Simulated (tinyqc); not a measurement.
Strain: hole subbands of a hard-walled well, four-band Luttinger model.

Hole energies are counted downwards from the unstrained band edge, c = hbar^2/2m0. After the usual block transformation one block is H = [[P + Q - Zs, R - i S], [R + i S, P - Q + Zs]] in (heavy, light), with P +/- Q = c [(g1 +/- g2) k^2 + (g1 -/+ 2 g2) kz^2], R = sqrt(3) c gR k^2, S = 2 sqrt(3) c g3 k kz, kz = -i d/dz; axial approximation gR = (g2 + g3)/2. Zs = b (e_par - e_perp) is the shear part of the strain (the hydrostatic part shifts all levels alike and is left out). Basis sqrt(2/L) sin(n pi z/L), n = 1 to N, for each component: kz^2 gives (n pi/L)^2 and the heavy-light block is R delta_nm - 2 sqrt(3) c g3 k D_nm with D_nm = 4 n m/(L (n^2 - m^2)) for n + m odd, 0 otherwise. The other block has the same levels. The split-off band is left out, a severe simplification for a spin-orbit splitting near 0.11 eV.

Constants: hbar^2/2m0 = 3.80998211 eV angstrom^2.

Values chosen for the exercise (near those of InP; the results hold for these values, not for the real material): g1 = 5.07 (Luttinger gamma1); g2 = 1.61 (gamma2); g3 = 2.11 (gamma3); L = 95 angstrom (well width along [001]); Zlist = (-0.0272, -0.0192, -0.0098, -0.0049, 0, 0.0115, 0.0261) eV (shear strain energies (negative: tension in the plane, for b < 0)).

N = 20. dE is the rise of the top subband from k = 0 to k1 = pi/(4L), m1 = c k1^2/dE (dash if dE is not positive), and the heavy weight is taken at k = pi/L.

Top subband:

| Zs (eV) | HH1 (meV) | LH1 (meV) | dE (meV) | heavy weight | m1 (m0) |
|---|---|---|---|---|---|
| -0.0272 | 34.9 | 7.3 | 0.014 | 0.166 | 18.623 |
| -0.0192 | 26.9 | 15.3 | -0.365 | 0.238 | - |
| -0.0098 | 17.5 | 24.7 | 1.204 | 0.374 | 0.216 |
| -0.0049 | 12.6 | 29.6 | 1.324 | 0.471 | 0.197 |
| 0.0000 | 7.7 | 34.5 | 1.370 | 0.580 | 0.190 |
| 0.0115 | -3.8 | 46.0 | 1.433 | 0.806 | 0.182 |
| 0.0261 | -18.4 | 60.6 | 1.484 | 0.921 | 0.175 |

HH1 and LH1 cross at Zs = -2 c g2 (pi/L)^2 = -0.0134 eV; for more negative Zs the light hole is on top. Among the rows with HH1 on top, m1 goes from 0.216 to 0.175 m0 as the splitting widens from 7 to 79 meV, against the unmixed 1/(g1 + g2) = 0.150: compression lightens the holes here. A dash marks a top subband whose hole energy at k1 lies below that at k = 0: an electron-like (negative) mass. m1 describes the neighbourhood of k = 0 only; where HH1 and LH1 lie close, the band may peak further out.

tinyqc: `OMP_NUM_THREADS=1 python tinyqc.py 1250013 1250014 out.jsonl`; about 0.1 s, one thread, shared Intel(R) Xeon(R) Processor @ 2.30GHz.
